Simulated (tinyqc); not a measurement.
Inside a calculation. Model: ion implantation: universal nuclear stopping, Lindhard-Scharff electronic stopping and a Gaussian range profile. Computed by tinyqc, a small Python program that keeps every step. Command: `OMP_NUM_THREADS=1 python tinyqc.py 3020060 3020061 out.jsonl implant walk`. One thread of a shared host (Intel(R) Xeon(R) Processor @ 2.30GHz), about 0.2 s of CPU time with the checks. Intermediate numbers are printed to about 5 digits and carried at full precision; extremes and crossings named in words are read from the listed rows.

An ion slows by elastic collisions with screened nuclei and by friction with electrons; channelling is ignored and the target is uniform.

Inputs (values chosen for the exercise, modelled on antimony ions in germanium):
```
quantity,value,unit
ion atomic number Z1,51,-
ion mass M1,121,u
target atomic number Z2,32,-
target mass M2,72.63,u
target density N,44.2,1/nm^3
ion energy E,4.2,keV
scale factor of electronic stopping k,1.2,-
dose Q,1.9e+13,1/cm^2
background C_B,6.6e+16,1/cm^3
displacement energy E_d,15,eV
fraction allowed through the mask,0.0001,-
```

Follow-up: mask.

## Stopping at the entry energy

Reduced energy eps = 32.53 M2 E/(Z1 Z2 (M1 + M2)(Z1^0.23 + Z2^0.23)), E in keV; s_n = ln(1 + 1.1383 eps)/(2 (eps + 0.01321 eps^0.21226 + 0.19593 eps^0.5)) for eps up to 30 and ln(eps)/(2 eps) above; S_n = 8.462 Z1 Z2 M1 s_n/((M1 + M2)(Z1^0.23 + Z2^0.23)) in 1e-15 eV cm^2. S_e = k 3.83 Z1^(7/6) Z2/(Z1^(2/3) + Z2^(2/3))^(3/2) sqrt(E/M1) in 1e-15 eV cm^2, E in keV. dE/dx = N (S_n + S_e); 1e-15 eV cm^2 = 0.1 eV nm^2.

reduced energy eps = 0.0066964

s_n = 0.13911

S_n = 256.00 x 1e-15 eV cm^2

S_e = 23.131 x 1e-15 eV cm^2

energy loss dE/dx = 1233.7 eV/nm

Nuclear stopping carries 92 % of the loss at entry.

## Range and straggle

Path length R = int_0^E dE'/(N (S_n + S_e)); energy lost to nuclei nu = int_0^E S_n/(S_n + S_e) dE' (both with E' = E y^3 and 64 Gauss-Legendre points in y). Estimates of Lindhard type: R_p = R/(1 + M2/(3 M1)), straggle dR_p = (2/3) R_p sqrt(M1 M2)/(M1 + M2).

path length R = 7.2819 nm

projected range R_p = 6.0679 nm

straggle dR_p = 1.9585 nm

energy lost to nuclei nu = 3.8572 keV

92 % of the energy goes to nuclei over the whole path.

## Gaussian profile

C(x) = C_p exp(-(x - R_p)^2/(2 dR_p^2)) with C_p = Q/(sqrt(2 pi) dR_p), 1 nm = 1e-7 cm; the profile falls to the background at x_j = R_p + dR_p sqrt(2 ln(C_p/C_B)); the peak atomic fraction is C_p/N.

peak concentration C_p = 3.8703e+19 1/cm^3

Depth x_j where C falls to C_B = 13.061 nm

peak atomic fraction = 8.7563e-04

## Damage

Kinchin-Pease count with efficiency 0.8: N_d = 0.8 nu/(2 E_d), taking all of nu as damage energy (an upper estimate, as recoils also lose energy to electrons). Spread over a depth R_p + dR_p, displacements per atom = Q N_d/(N (R_p + dR_p)).

displacements per ion N_d = 102.86

displacements per atom = 0.055088

One displacement per atom would need a dose of 3.4e14 per cm^2 if no defects annealed.

## Mask thickness

For a mask that stops like the target, the fraction beyond d is (1/2) erfc((d - R_p)/(sqrt2 dR_p)); solve for d.

number of straggles beyond R_p = 3.7190

mask thickness d = 13.352 nm

Caution: real range profiles are skewed and have channelling tails, so a Gaussian is unreliable this far out.

## Nuclear against electronic stopping over energy

The formulas are those given above.

Stopping (1e-15 eV cm^2) and range:
```
E (keV),eps,S_n,S_e,R (nm),nu/E
1,1.5944e-03,130.51,11.29,3.89,0.91582
2,3.1888e-03,183.66,15.96,5.21,0.91810
5,7.9719e-03,275.22,25.24,7.91,0.91809
10,1.5944e-02,358.45,35.69,11.14,0.91537
20,3.1888e-02,447.99,50.48,16.17,0.90962
50,7.9719e-02,559.85,79.81,27.93,0.89562
100,1.5944e-01,622.25,112.87,44.25,0.87791
200,3.1888e-01,647.78,159.62,73.36,0.85068
500,7.9719e-01,603.42,252.38,154.23,0.79081
```

Nuclear stopping peaks near 200 keV among these rows (eps = 0.32; the universal curve peaks near 0.3). Nuclear stopping leads throughout. The path length grows as E^0.42 at the low end and E^0.81 at the high end; constant stopping would give E^1, and stopping that rises with E, be it nuclear (below its peak) or electronic, gives a lower exponent.

Checks made by the program: range against adaptive quadrature (relative difference 7e-06).
